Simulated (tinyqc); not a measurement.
# Disorder broadening of a semi-elliptic band in the self-consistent Born approximation: effect of the mixing

The local Green function is G = g0(z - Sigma) with z = E + i eta and g0(z) = (z - sqrt(z - 2t) sqrt(z + 2t))/(2 t^2), principal roots; the self-energy is Sigma = D G. The density of states is -Im G/pi.

G = g0(z - Sigma), Sigma(out) = D G, Sigma(new) = Sigma + mix (Sigma(out) - Sigma). Iterations from Sigma = 0 until |Sigma(out) - Sigma| < 1e-10 eV, at most 500. The factor is |1 - mix + mix L|, L = d Sigma(out)/d Sigma at the solution.

Parameters, values chosen for the exercise:
```
symbol  value  unit                             meaning
t           1    eV                             hopping
D        0.67  eV^2  variance of the random site energy
eta     0.001    eV                     bare broadening
E       0.287    eV         energy from the band centre
```

Effect of the mixing:
```
mix,iterations,factor
0.1,170,0.8750
0.2,80,0.7501
0.3,49,0.6251
0.5,24,0.3755
0.7,12,0.1275
0.85,10,0.06910
1,18,0.2523
```

L = -0.250-0.035i. The fewest iterations, 10, come at mix = 0.85; the smallest factor, 0.0691, is at mix = 0.85. As a function of mix the factor has its minimum at Re(1 - L)/|1 - L|^2 = 0.799, below 1, so damping helps.

Range of the model: The self-consistent Born approximation misses band tails from rare fluctuations and localisation.

Program tinyqc, `OMP_NUM_THREADS=1 python tinyqc.py 2720044 2720045 out.jsonl`; Intel Xeon 2.30GHz, shared host, one thread, about 0.01 s.
